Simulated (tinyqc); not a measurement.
Long-channel MOSFET, surface-potential model: one step of the calculation.

n-channel transistor on a uniformly doped p-type body, gradual-channel approximation, constant mobility, Boltzmann statistics, full ionisation. Potentials are counted from the neutral body; V is the electron quasi-Fermi potential, Vsb at the source and Vsb + Vds at the drain. Charges are magnitudes per area.

Problem. Inversion charge along the channel. The surface potential psi at channel potential V solves Vgs + Vsb - Vfb - psi = gamma sqrt(G), G = psi - Vt + Vt exp((psi - 2 phiF - V)/Vt). Charge sheet: Qi = Cox gamma [sqrt(G) - sqrt(psi - Vt)]. Pao-Sah: Qi = (Cox gamma/2) integral from 3 Vt to psi of exp((u - 2 phiF - V)/Vt)/sqrt(G(u, V)) du.

Values chosen for this exercise; material values those of a made-up semiconductor:
```
symbol,value,unit,meaning
T,325,K,temperature
Vfb,-1.04,V,flat-band voltage
Vsb,0.3,V,source-body reverse bias
Vgs,0.33,V,gate-source voltage
```

Constants: q = 1.602176634e-19 C, kB = 1.380649e-23 J/K, Vt = kB T/q. Results are converted to the units shown.

```
point,V (V)
0,0.3
1,0.63333333
2,0.96666667
3,1.3
4,1.6333333
5,1.9666667
6,2.3
```

phiF = 0.45624063 V
Cox = 1.1743449 uF/cm^2
gamma = 0.15613780 V^0.5

Give: psi; Qi, charge sheet; Qi, Pao-Sah.

Solution.

```
point,psi (V),"Qi, charge sheet (nC/cm^2)","Qi, Pao-Sah (nC/cm^2)"
0,1.344,172.7,174.3
1,1.482,0.2147,0.2169
2,1.482,1.465e-6,1.479e-6
3,1.482,9.925e-12,1.002e-11
4,1.482,6.725e-17,6.792e-17
5,1.482,4.557e-22,4.603e-22
6,1.482,3.088e-27,3.119e-27
```

At the source the charge-sheet charge is 0.92 % below the Pao-Sah one.

Program tinyqc, `OMP_NUM_THREADS=1 python tinyqc.py 2360044 2360045 out.jsonl`; Intel Xeon 2.30GHz, shared host, one thread, about 0.04 s.
